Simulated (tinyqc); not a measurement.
Rapid thermal processing of a wafer: radiative balance, ramp and cooling, pattern effects, pyrometer error and spike budget: one step, computed by the program tinyqc.

The wafer is opaque and uniform through its thickness unless said otherwise; temperatures in formulas are in kelvin (C + 273.15). sigma = 5.670374419e-12 W/(cm^2 K^4).

Task: Power to hold and to ramp. Effective emissivity between parallel grey plates: eps_eff = 1/(1/eps + 1/(1 - r) - 1). Loss per area q(T) = 2 eps_eff sigma (T^4 - T_w^4) + h (T - T_w). Absorbed power during a ramp = q(T) + C d x ramp rate; thermal time constant tau = C d/(dq/dT), dq/dT = 8 eps_eff sigma T^3 + h; natural cooling rate q/(C d); front-to-back difference under one-sided heating at the end of the ramp = (absorbed power) d/(2 k).

Inputs (values chosen for the exercise, modelled on a hot silicon wafer):

| quantity | value | unit |
|---|---|---|
| wafer thickness d | 625 | micrometre |
| heat capacity per volume C | 2.06 | J/(cm^3 K) |
| thermal conductivity k | 0.21 | W/(cm K) |
| emissivity eps of each face | 0.58 | - |
| reflectivity of the chamber walls r | 0.0067 | - |
| gas heat-transfer coefficient h, both faces together | 1.8 | mW/(cm^2 K) |
| wall temperature T_w | 300 | K |
| process temperature | 753 | C |
| ramp rate | 330 | K/s |

Give: eps_eff; holding power q; power at the end of the ramp; dq/dT; time constant tau; natural cooling rate; front-to-back difference.

Result:

eps_eff = 0.57774

holding power q = 8.5187 W/cm^2

power at the end of the ramp = 51.006 W/cm^2

dq/dT = 30.118 mW/(cm^2 K)

time constant tau = 4.2748 s

natural cooling rate = 66.165 K/s

front-to-back difference = 7.5902 K

Radiation carries 85 % of the loss. The ramp needs 6.0 times the holding power.
